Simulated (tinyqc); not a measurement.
# Undoped symmetric double-gate MOSFET, analytic potential model, step by step

Numbers from tinyqc (`OMP_NUM_THREADS=1 python tinyqc.py 2440016 2440017 out.jsonl`; about 0.01 s on one thread of a shared Intel Xeon 2.30GHz). Printed values are rounded.

An undoped body of thickness ts between two equal insulators and tied gates; long channel, electrons only, n = ni exp((psi - V)/Vt) with V the quasi-Fermi potential (0 at the source, Vd at the drain), constant mobility, no quantisation. Across the body psi(x) = V - 2 Vt ln[(ts/(2 beta)) sqrt(q ni/(2 eps0 eps_r Vt)) cos(2 beta x/ts)], x from the centre. Q is the electron charge per area of the whole body.

Inputs (values chosen for the exercise); material values close to those of silicon:
- T = 300 K (temperature)
- Eg = 1.13 eV (band gap)
- eps_r = 11.6 (relative permittivity of the semiconductor)
- Nc = 2.78e19 cm^-3 (conduction-band density of states at T)
- Nv = 2.61e19 cm^-3 (valence-band density of states at T)
- eox = 25.9 (relative permittivity of the gate insulator)
- tox = 14 nm (insulator thickness)
- ts = 5 nm (body thickness)
- dphi = -0.18 V (gate work function less that of the intrinsic body)
- Vg = 0.85 V (gate voltage)

Constants: q = 1.602176634e-19 C, kB = 1.380649e-23 J/K, Vt = kB T/q, eps0 = 8.8541878128e-14 F/cm where lengths are in cm. Results are converted to the units shown.

Range of the model: In a body this thin, quantum confinement raises the threshold; it is left out. The surface density at the source passes 0.3 Nc, where Boltzmann statistics fail.

## Constants of the body

ni = sqrt(Nc Nv) exp(-Eg/(2 Vt)), Eg in volts; r = eps_r tox/(eox ts); V0 = dphi + 2 Vt ln[(2/ts) sqrt(2 eps0 eps_r Vt/(q ni))].

ni = 8.68481e9 cm^-3
r = 1.25405
V0 = 0.342986 V

## Iteration 1: beta at the source by Newton steps

beta at the start = 0.5

With V = 0: f = ln(beta) - ln(cos beta) + 2 r beta tan(beta) - (Vg - V0)/(2 Vt); f' = 1/beta + tan(beta) + 2 r [tan(beta) + beta/cos^2(beta)]; beta(new) = beta - f/f'.

f = -9.68356
f' = 5.54481
beta after iteration 1 = 2.24642

## Course of the iteration: beta at the source by Newton steps

Stop when beta changes by less than 1e-11, or after 40 iterations. beta must stay between 0 and pi/2.

Course of the iteration:

| iteration | beta | \|change\| |
|---|---|---|
| 1 | 2.24642 | 1.75 |

Stopped after 1 iteration(s) without a result. The last step lands on beta = 2.246, outside the interval from 0 to pi/2 on which the model is defined: f is much steeper near pi/2 than its tangent at the point before. A rerun with the start beta = 1.2 converges in 5 iterations.
